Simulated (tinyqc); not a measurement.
Strength of the heavy-light coupling: shallow acceptor in the spherical four-band model.

The ground state 1S3/2 has an L = 0 part f(r) and an L = 2 part g(r). In units of Ry* and a*, with Gaussians f_i = exp(-a_i r^2), g_i = r^2 exp(-a_i r^2), A = a_i + a_j and I(n) = Gamma((n + 1)/2)/(2 A^((n + 1)/2)): S_ff = I(2), S_gg = I(6), H_ff = (6 a_i a_j/A) I(2) - 2 I(1), H_gg = (14 a_i a_j/A) I(6) - 2 I(5), H_fg = -mu [15 I(2) - 20 a_j I(4) + 4 a_j^2 I(6)]; each function is then normalised. The split-off band is left out.

Converged values use 22 exponents 2.2^i, i = -7 to 14, for f and for g.

Inputs chosen for the exercise (out of a larger set: near those of a shallow acceptor in Si, where the small spin-orbit splitting and strong warping make this model rough; not measured data): mus = (0.17, 0.34, 0.47, 0.62, 0.78, 0.81, 0.89) (couplings).

Ry* = 23.6244 meV

Converged values in Ry* and a*; the heavy-mass hydrogen model gives 1/(1 - mu).

Results:
```
mu    binding (Ry*)  1/(1 - mu)  ratio  L = 2 weight  <r> (a*)  binding (meV)
0.17          1.027       1.205  0.852         0.012     1.467           24.3
0.34          1.117       1.515  0.737         0.050     1.366           26.4
0.47          1.254       1.887  0.665         0.097     1.237           29.6
0.78          2.382       4.545  0.524         0.282     0.696           56.3
0.81          2.695       5.263  0.512         0.307     0.621           63.7
0.89          4.370       9.091  0.481         0.378     0.395          103.2
```

Give the missing row, mu = 0.62.

Computed row:
```
mu    binding (Ry*)  1/(1 - mu)  ratio  L = 2 weight  <r> (a*)  binding (meV)
0.62          1.558       2.632  0.592         0.172     1.022           36.8
```

The binding starts as 1 + O(mu^2), 1.027 at mu = 0.17, since the coupling enters in second order, and reaches 4.37 at mu = 0.89. The ratio to the heavy-mass model falls from 0.85 to 0.48, towards about 0.44 as mu goes to 1: the bound hole is only partly heavy. The L = 2 weight grows to 0.38 and the radius shrinks by a factor 3.7.

Computed by tinyqc, a small Python program: `OMP_NUM_THREADS=1 python tinyqc.py 1280417 1280418 out.jsonl` (the numbers bound the seed that draws the inputs); one thread of a shared host (Intel(R) Xeon(R) Processor @ 2.30GHz), about 0.06 s for the whole set of steps.
